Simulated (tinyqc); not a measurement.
# Pressure-driven transition between two phases with analytic equations of state, step by step

A worked calculation. Computed by tinyqc, a small Python program that keeps every step. Command: `OMP_NUM_THREADS=1 python tinyqc.py 3022161 3022162 out.jsonl transition walk`. One thread of a shared host (Intel(R) Xeon(R) Processor @ 2.30GHz), about 0.04 s of CPU time with the checks. Intermediate numbers are printed to about 7 digits and carried at full precision; extremes and crossings named in words are read from the listed rows.

Each phase obeys E = E0 + (B0 V/B') [(V0/V)^B'/(B' - 1) + 1] - B0 V0/(B' - 1), P = (B0/B') [(V0/V)^B' - 1]; E0 = 0 for phase 1 and Delta E0 for phase 2. H = E + P V.

Inputs (values chosen for the exercise, for two model phases):
```
quantity                                   value             unit
volume V0 of phase 1                        12.5  angstrom^3/atom
B0 of phase 1                                171              GPa
B' of phase 1                               4.41                -
volume V0 of phase 2                          11  angstrom^3/atom
B0 of phase 2                                172              GPa
B' of phase 2                               4.44                -
energy of phase 2 above phase 1, Delta E0   0.16          eV/atom
entropy of phase 2 less phase 1, Delta S   -0.41         k_B/atom
temperature T                                600                K
```

Equation of state: Murnaghan.

Constants: 1 eV/angstrom^3 = 160.2176634 GPa; k_B = 8.617333262e-05 eV/K.

## First estimate from rigid phases

If neither phase were compressed, P = Delta E0/(V0 of phase 1 - V0 of phase 2).

rigid estimate = 17.08988 GPa

## One Newton step

At the estimate, solve P(V) = P for each phase, form H, and step P(new) = P - (H_2 - H_1)/(V_2 - V_1), since dH/dP = V.

V_1 = 11.50667 angstrom^3

H_1 = 1.276410 eV

V_2 = 10.13087 angstrom^3

H_2 = 1.283529 eV

next pressure = 17.91895 GPa

## Transition pressure at zero temperature

Start from P = Delta E0/(V0 of phase 1 - V0 of phase 2); at each P solve P(V) = P for both phases and step P(new) = P - (H_2 - H_1)/(V_2 - V_1); stop when |H_2 - H_1| < 1e-10 eV. At the zero-temperature transition the volume change is V_2/V_1 - 1 and the work is P (V_1 - V_2).

Iterations:
```
step   P (GPa)  V_1 (angstrom^3)  V_2 (angstrom^3)  H_2 - H_1 (meV)
0     17.08988          11.50667          10.13087     7.119199e+00
1     17.91895          11.46830          10.09729     1.244127e-02
2     17.92040          11.46823          10.09724     3.780021e-08
```

transition pressure = 17.92040 GPa

V_1 at the transition = 11.46823 angstrom^3

V_2 at the transition = 10.09724 angstrom^3

volume change = -11.95471 %

work P (V_1 - V_2) = 0.1533461 eV/atom

The rigid estimate is low by 4.6 %: phase 1 shrinks faster than phase 2, so the volume gain narrows under pressure.

## Enthalpies against pressure

For each P solve P(V) = P in both phases.

Both phases:
```
P (GPa)  V_1 (angstrom^3)  V_2 (angstrom^3)  H_2 - H_1 (meV/atom)   stable
0.0              12.50000          11.00000              160.0000  phase 1
4.5              12.19262          10.73108              118.4220  phase 1
9.0              11.92216          10.49443               77.8564  phase 1
13.0             11.70676          10.30596               42.5534  phase 1
16.0             11.55819          10.17596               16.4999  phase 1
19.0             11.41928          10.05440               -9.2175  phase 2
23.0             11.24725           9.90386              -43.0212  phase 2
29.0             11.01331           9.69912              -92.7728  phase 2
```

H_2 - H_1 changes with slope V_2 - V_1, from -1.500 to -1.314 angstrom^3 per atom over the table, and passes zero at 17.92 GPa. An error of 10 meV per atom in Delta E0 moves the transition by about 1.17 GPa.

## Shift with temperature

At T the condition is H_2 - H_1 - T Delta S = 0, with Delta S constant and thermal expansion left out; the Clausius-Clapeyron slope is dP/dT = Delta S/(V_2 - V_1) at the zero-temperature point.

Clapeyron slope = 4.128875 MPa/K

transition pressure at T = 20.41046 GPa

linear estimate at T = 20.39773 GPa

The dense phase has the lower entropy, so heating raises the transition pressure. Caution: a constant Delta S holds only at high temperature; it vanishes as T goes to 0, so the shift counted from T = 0 is somewhat too large.

Checks made by the program: slope of the common tangent, -(E_2 - E_1)/(V_2 - V_1) (relative difference below 1e-10).
